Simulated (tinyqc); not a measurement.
Ideality, resistance and saturation current from three points.

Inverse problem. Well above I0 a diode obeys V = n Vt ln(I/I0) + Rs I. Find n, Rs and I0.

Parameters, values chosen for the exercise:
```
symbol,value,unit,meaning
T,350,K,temperature
```

Constants: q = 1.602176634e-19 C, kB = 1.380649e-23 J/K, Vt = kB T/q. Results are converted to the units shown.

I (A): 0.00024  0.0024  0.024
V (V): 0.12247187  0.24044545  0.68889902

Solution. The equation is linear in a = n Vt, Rs and c = -a ln I0; three points give a 3 x 3 system.

n = 1.170
Rs = 17.00 ohm
I0 = 8.378e-6 A

tinyqc, about 0.01 s, one thread, Intel Xeon 2.30GHz (shared host): `OMP_NUM_THREADS=1 python tinyqc.py 2640007 2640008 out.jsonl`
